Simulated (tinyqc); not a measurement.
Worked calculation: deep level with several charge states, and Shockley-Read-Hall recombination. Values are carried at full precision from step to step, so a last printed digit may differ when a step is redone from the rounded ones.

Energies from Ev. The defect has charge states +1, 0, -1 with weights 1, gm exp((EF - E1)/kT), exp((2 EF - E1 - E2)/kT); the shares are the weights over their sum. Boltzmann carriers: n = Nc exp((EF - Eg)/kT), p = Nv exp(-EF/kT). Neutrality: p - n + Nd + Nt <q> = 0.

Constants: kB = 8.617333262e-05 eV/K.

Values chosen for the exercise (gap and densities of states near those of Si at this temperature; not measured data): Eg = 1.133 eV (gap); Nc = 2.06e+19 1/cm^3 (conduction-band density of states); Nv = 8.63e+18 1/cm^3 (valence-band density of states); T = 250 K; E1 = 0.438 eV (level (+1/0) above Ev); E2 = 0.818 eV (level (0/-1) above Ev); gm = 2 (degeneracy of the middle state, the others 1); Nt = 3.7e+15 1/cm^3 (defects); Nd = -2.1e+15 1/cm^3 (ionised shallow donors minus acceptors); E_try = 0.875 eV (trial Fermi level); Et = 0.818 eV (recombination level above Ev); sn = 1.7e-15 cm^2 (electron capture cross-section); sp_ = 8.7e-15 cm^2 (hole capture cross-section); vth = 17000000 cm/s (thermal velocity, both carriers); Nm = 3.7e+16 1/cm^3 (equilibrium holes for the lifetime steps); dn = 1.9e+12 1/cm^3 (excess pairs).

## Charge states at a trial Fermi level

Form the exponents, the shares, the mean charge and the residual of neutrality at EF = E_try.

exponents of the second and third weights: [20.285, 22.931]

shares: +1 0.0000, 0 0.1243, -1 0.8757

<q> = -0.8757

n, p (1/cm^3): [1.30e+14, 19.8]

residual = -5.47e+15 1/cm^3

The residual is negative, so EF must fall.

## The neutral state

Solve for EF.

EF = 0.4172 eV

shares at EF: +1 0.568, 0 0.432, -1 0.000

n = 7.66e+04 1/cm^3
p = 3.35e+10 1/cm^3

Without the defects the majority density would be 2.10e+15 1/cm^3; with them the density of these carriers is 3.35e+10, so the defects have removed nearly all of those carriers. Most defects are in the state +1.

## Recombination through one level

One level at Et with degeneracy 1: tn = 1/(sn vth Nt), tp = 1/(sp_ vth Nt), n1 = Nc exp((Et - Eg)/kT), p1 = Nv exp(-Et/kT), ni^2 = n1 p1. Equilibrium p0 = Nm, n0 = ni^2/Nm; n = n0 + dn, p = p0 + dn. U = (n p - ni^2)/(tp (n + n1) + tn (p + p1)), lifetime dn/U; emission rates en = sn vth n1, ep = sp_ vth p1.

Evaluate each quantity.

tn, tp (microsecond): [0.009352, 0.001827]

n1, p1 (1/cm^3): [9.20e+12, 279]

U = 2.03e+20 1/(cm^3 s)
lifetime = 0.00935 microsecond

The lifetime is 1.000 times the minority capture time tn and 0.837 times tn + tp, the limit of high injection.

## Emission and generation in a depleted region

With n = p = 0 the level generates pairs at G = Nt en ep/(en + ep); generation lifetime tg = ni/G; current density e G W for a width W = 1 micrometre, e = 1.602176634e-19 C.

en, ep (1/s): [2.66e+05, 4.13e-05]

G = 1.53e+11 1/(cm^3 s)
tg = 332 microsecond
current density = 2.45e-12 A/cm^2

The slower step, hole emission, limits the rate: en/ep = 6.44e+09.

## Checks

- U against hole capture minus emission at the steady occupation of the level (1/(cm^3 s)): both 2.032e+20.

Program tinyqc; command `OMP_NUM_THREADS=1 python tinyqc.py 1682606 1682607 out.jsonl`; about 0.01 s on one thread of a shared Intel(R) Xeon(R) Processor @ 2.30GHz.
